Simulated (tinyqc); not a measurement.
Comparisons within one model: optical transitions of a finite quantum well. A value that a table varies takes the place of the one given here.

Each carrier sees a square well of width L with its own depth V and masses m (inside), mb (outside); c = hbar^2/2m0, k = sqrt(m E/c), kappa = sqrt(mb (V - E)/c), and level n solves k L + 2 atan[(k/m)/(kappa/mb)] = n pi. The envelope is cos(kz) for odd n and sin(kz) for even n inside, joins exp(-kappa (|z| - L/2)) outside, and is normalised to 1. Excitons and band mixing are left out.

Constants: hbar^2/2m0 = 3.80998211 eV angstrom^2; e^2/(4 pi eps0) = 14.39964547 eV angstrom; hc = 1239.841984 eV nm.

Inputs chosen for the exercise (near those of an InGaAs well in InAlAs; the results hold for these values, not for the real material): L = 55 angstrom (well width); Vc = 0.493 eV (conduction offset); me = 0.0411 m0 (electron, well); meb = 0.0778 m0 (electron, barrier); eps = 11.7 (background dielectric constant); Nss = (0.16, 0.4, 0.8, 1.6, 2.4, 3.2, 4.8) x 1e12/cm^2 (sheet densities); Eg = 0.813 eV (gap of the well); Vv = 0.192 eV (valence offset); mh = 0.396 m0 (heavy hole along z, well); mhb = 0.39 m0 (heavy hole, barrier); ml = 0.0499 m0 (light hole along z, well); mlb = 0.09 m0 (light hole, barrier); Ls = (24, 38, 47, 59, 80, 112, 135) angstrom (widths).

## Depolarisation shift

The collective line lies at E12 sqrt(1 + a), a = 8 pi q (n1 - n2) S/(eps E12), q = e^2/(4 pi eps0), S = integral over z of (integral up to z of psi_1 psi_2)^2. Zero temperature with the mass me in both subbands: n1 - n2 = Ns until Ns reaches D E12, D = me/(2 pi c), and D E12 beyond. 1e12/cm^2 = 1e-4/angstrom^2; exchange and the static band bending by the charge are left out.

Line position:

| Ns (1e12/cm^2) | n1 - n2 | a | line (meV) | shift (meV) |
|---|---|---|---|---|
| 0.16 | 0.160 | 0.0072 | 315.94 | 1.13 |
| 0.40 | 0.400 | 0.0180 | 317.63 | 2.82 |
| 0.80 | 0.800 | 0.0361 | 320.43 | 5.62 |
| 1.6 | 1.600 | 0.0721 | 325.96 | 11.15 |
| 2.4 | 2.400 | 0.1082 | 331.39 | 16.59 |
| 3.2 | 3.200 | 0.1442 | 336.74 | 21.94 |
| 4.8 | 4.800 | 0.2163 | 347.19 | 32.38 |

S = 4.587 angstrom
E12 = 314.81 meV

The upward shift grows from 1.13 to 32.38 meV, 10.3 % of E12 at most. For small a the shift is a E12/2, linear in Ns; in the last row that rule gives 34.05 meV. S/L = 0.0834, against 5/(9 pi^2) = 0.0563 for hard walls.

## Width of the well

Edge wavelength hc/(Eg + e1 + hh1), squared e1-hh1 overlap, lh1 - hh1, and the 1-2 intersubband energy with f_12 = (m1/c) E12 z_12^2, 1/m1 = <1|1/m|1> (dash: e2 unbound).

Results:

| L (angstrom) | edge (nm) | overlap^2 | lh1 - hh1 (meV) | E12 (meV) | f_12 |
|---|---|---|---|---|---|
| 24 | 1102.0 | 0.9386 | 64.5 | - | - |
| 38 | 1225.6 | 0.9511 | 57.6 | - | - |
| 47 | 1280.1 | 0.9573 | 51.0 | 349.5 | 0.681 |
| 59 | 1333.1 | 0.9639 | 42.9 | 293.9 | 0.958 |
| 80 | 1392.5 | 0.9726 | 32.1 | 202.6 | 0.974 |
| 112 | 1441.7 | 0.9810 | 21.7 | 124.6 | 0.967 |
| 135 | 1462.0 | 0.9850 | 17.0 | 93.2 | 0.964 |

The edge tunes from 1102 to 1462 nm, towards hc/Eg = 1525 nm, while the overlap goes from 0.939 to 0.985. e2 binds at L = pi sqrt(c/(me Vc)) = 43.1 angstrom; f_12 starts from zero there and is 0.681 at 47 angstrom, the rest going to the continuum; among the widths listed it peaks at 0.974 (80 angstrom) and is 0.964 in the widest well, against 0.961 for hard walls.

## What each parameter does

Edge wavelength hc/(Eg + e1 + hh1), squared overlap of e1 and hh1, and the confinement energies. Each row changes one parameter from the base and keeps the others.

Results:

| case | edge (nm) | overlap^2 | e1 (meV) | hh1 (meV) |
|---|---|---|---|---|
| base | 1317.4 | 0.9619 | 108.3 | 19.8 |
| L = 61 angstrom | 1340.3 | 0.9649 | 95.3 | 16.8 |
| Eg = 0.829 eV | 1295.4 | 0.9619 | 108.3 | 19.8 |
| Vc = 0.567 eV | 1309.1 | 0.9696 | 114.3 | 19.8 |
| Vv = 0.23 eV | 1316.4 | 0.9537 | 108.3 | 20.5 |
| me = 0.0452 m0 | 1321.9 | 0.9671 | 105.2 | 19.8 |
| mh = 0.455 m0 | 1319.7 | 0.9538 | 108.3 | 18.1 |
| meb = 0.0934 m0 | 1325.9 | 0.9623 | 102.3 | 19.8 |

The largest shifts from the base row, up to three for each result and ties (the steps differ in size, so this ranks the rows, not the parameters). edge (nm): L +22.8, Eg -22.0, meb +8.5. overlap^2: Vv -0.0082, mh -0.0081, Vc +0.0077; unchanged at the printed digits by Eg. e1 (meV): L -13.0, meb -6.0, Vc +6.0; unchanged at the printed digits by Eg, Vv and mh. hh1 (meV): L -3.0, mh -1.6, Vv +0.7; unchanged at the printed digits by Eg, Vc, me and meb.

tinyqc: `OMP_NUM_THREADS=1 python tinyqc.py 1281176 1281177 out.jsonl`; about 0.1 s, one thread, shared Intel(R) Xeon(R) Processor @ 2.30GHz.
